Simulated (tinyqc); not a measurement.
Heat flow across a film from the phonon Boltzmann equation in the relaxation-time approximation. Changing the share f_2 of kappa. Computed by tinyqc, a small Python program. Command: `OMP_NUM_THREADS=1 python tinyqc.py 3022918 3022919 out.jsonl slabbte sweep`. One thread of a shared host (Intel(R) Xeon(R) Processor @ 2.30GHz), about 0.04 s of CPU time with the checks.

Two black walls, hot at x = 0 and cold at x = L, emit phonons isotropically. For one free path Lambda, with tau = x/Lambda, tau_L = L/Lambda and phi = (T - T_cold)/Delta T, energy balance gives phi(tau) = (1/2) [E2(tau) + int_0^tau_L phi(s) E1(|tau - s|) ds]; E_n are the exponential integrals. The flux over the ballistic flux C v Delta T/4 is psi = 1 - 2 int_0^tau_L phi(s) E2(s) ds, and kappa_eff/kappa = (3/4) tau_L psi. kappa = C v Lambda/3 is an input, so at fixed kappa a longer free path means a smaller C v.

Inputs (values chosen for the exercise, modelled on sapphire):
```
quantity                             value     unit
bulk conductivity kappa               34.5  W/(m K)
film thickness L                        91       nm
wall temperature difference Delta T    1.4        K
free path Lambda_1                      24       nm
free path Lambda_2                     120       nm
free path Lambda_3                    1400       nm
share f_3 of kappa                    0.24        -
```

Free-path groups: three.

Method:
- Cut the film into n equal cells with constant phi, collocated at the centres c_i: the kernel integrates to A_ij = |E2(|c_i - e_j|) - E2(|c_i - e_(j+1)|)|/2 for cell edges e_j, and A_ii = 1 - E2(half a cell); solve (1 - A) phi = E2(c)/2; psi = 1 - 2 sum_j phi_j [E3(e_j) - E3(e_(j+1))].
- Each group is solved on its own with 150 and 300 cells, psi = (4 psi(300) - psi(150))/3, and weighted by its share of kappa (f_1 is what the others leave); exchange of energy between groups inside the film is left out.
- Flux J = kappa_eff Delta T/L; apparent boundary resistance per wall (L/kappa_eff - L/kappa)/2.

One run for each value:
```
share f_2 of kappa  kappa_eff/kappa  apparent resistance per wall (m^2 K/GW)  flux J (GW/m^2)
0.02                        0.55635                                   1.0517          0.29530
0.12                        0.51869                                   1.2238          0.27530
0.22                        0.48102                                   1.4229          0.25531
0.32                        0.44335                                   1.6559          0.23532
0.42                        0.40568                                   1.9321          0.21532
0.52                        0.36801                                   2.2648          0.19533
0.62                        0.33034                                   2.6735          0.17534
```

Over the rows, kappa_eff/kappa falls from 0.556 to 0.330 (exponent d ln y / d ln x -0.039 between the first rows and -0.61 between the last); apparent resistance per wall (m^2 K/GW) rises from 1.05 to 2.67 (exponent d ln y / d ln x 0.085 between the first rows and 0.94 between the last); flux J (GW/m^2) falls from 0.295 to 0.175 (exponent d ln y / d ln x -0.039 between the first rows and -0.61 between the last). Moving conductivity from short to long free paths at fixed kappa makes more of it vulnerable to the walls.
